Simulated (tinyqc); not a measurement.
# Electron-beam lithography: double-Gaussian proximity function, edge placement and dose correction for parallel lines, step by step

A worked calculation. Computed by tinyqc, a small Python program that keeps every step. Command: `OMP_NUM_THREADS=1 python tinyqc.py 3113614 3113615 out.jsonl proximity walk`. One thread of a shared host (Intel(R) Xeon(R) Processor @ 2.30GHz), about 0.01 s of CPU time with the checks. Intermediate numbers are printed to about 5 digits and carried at full precision; extremes and crossings named in words are read from the listed rows.

Lines are infinitely long. Absorbed energy is counted so that the middle of a very large area written at dose 1 receives 1; the resist develops where it exceeds 1/2.

Inputs (values chosen for the exercise, of the order of those for 30 keV electrons in resist on silicon):
```
quantity                              value               unit
forward range alpha                   0.028         micrometre
backscatter range beta                  4.9         micrometre
backscatter ratio eta                   0.8                  -
base dose D0                            210  microcoulomb/cm^2
beam current                             67                 nA
pixel size                                2                 nm
width of the test line                0.067         micrometre
pattern density around the test line   0.18                  -
```

line widths (micrometre): 0.07  1.3  0.06  0.04

gaps between the lines (micrometre): 1.4  0.12  0.11

Constants: e = 1.602176634e-19 C.

## Layout

The first line starts at x = 0; each next one starts after the width and the gap.

Lines (micrometre):
```
line  left edge  right edge  centre
1          0.00        0.07   0.035
2          1.47        2.77   2.120
3          2.89        2.95   2.920
4          3.06        3.10   3.080
```

## Interaction matrix

f(r) = [exp(-r^2/alpha^2)/alpha^2 + eta exp(-r^2/beta^2)/beta^2]/(pi (1 + eta)). A line from a to b at dose d gives E(x) = d [S(alpha) + eta S(beta)]/(1 + eta), S(s) = [erf((b - x)/s) - erf((a - x)/s)]/2. M_ij is the mean of E at the two edges of line i from line j at dose 1.

M:
```
         1        2        3        4
1  0.28125  0.05530  0.00217  0.00139
2  0.00296  0.34278  0.00294  0.00194
3  0.00253  0.06442  0.28017  0.00204
4  0.00243  0.06367  0.00307  0.26778
```

## Dose correction

Uncorrected edge energies are M 1. Solve M d = 1/2 for the doses d that put the mean edge energy of every line at the threshold.

edge energies at dose 1: 1 0.34011, 2 0.35061, 3 0.34916, 4 0.33696

corrected doses: 1 1.4791, 2 1.4252, 3 1.4327, 4 1.4984

largest over smallest dose = 1.0514

Line 4 needs the most and line 2 the least; a narrow isolated line much wider than alpha would need 1 + eta = 1.80.

## Printed widths

Edges are the roots of E(x) = 1/2 between a line centre and the middle of the next gap. Three cases: dose 1 everywhere; one common dose equal to the mean of d; the corrected doses.

Width error, printed less drawn (nm):
```
line  drawn width (nm)   dose 1  mean dose  corrected
1                   70  -32.043    -0.4706   5.60e-05
2                 1300  -29.101     1.4062          0
3                   60  -30.915     1.1595   1.10e-05
4                   40  missing    -1.1922   1.10e-05
```

At dose 1, 1 of the 4 lines stay below the threshold. With the common mean dose the errors span 2.6 nm. With corrected doses the largest error is below 0.01 nm.

## Dose to size and latitude

A test line of width w << beta in surroundings of density rho, all at dose d: near its edge E(x) = d [S + eta rho]/(1 + eta), S = [erf((b - x)/alpha) - erf((a - x)/alpha)]/2 for edges a and b, the second term being the background energy. Dose to size d_s = (1 + eta)/(erf(w/alpha) + 2 eta rho), dose = d_s D0; edge slope d [1 - exp(-w^2/alpha^2)]/(sqrt(pi) alpha (1 + eta)); width change per 1 % of dose = 2 x 0.01 x (1/2)/slope.

dose to size d_s = 1.3983

dose = 293.64 microcoulomb/cm^2

edge slope = 0.015602 1/nm

width change per 1 % of dose = 0.64095 nm

background energy = 0.11186

The background supplies 22 % of the threshold.

## Shot noise and writing time

With dose = d_s D0: electrons per pixel N = dose x pixel area/e; relative noise 1/sqrt(N); time per cm^2 of pattern area = dose x density/current; pixel rate = current/(dose x pixel area).

electrons per pixel = 73.311

shot noise = 11.679 %

writing time per cm^2 = 0.21914 h

pixel rate = 5704.2 MHz

Checks made by the program: corrected edge energies (relative difference below 1e-10).
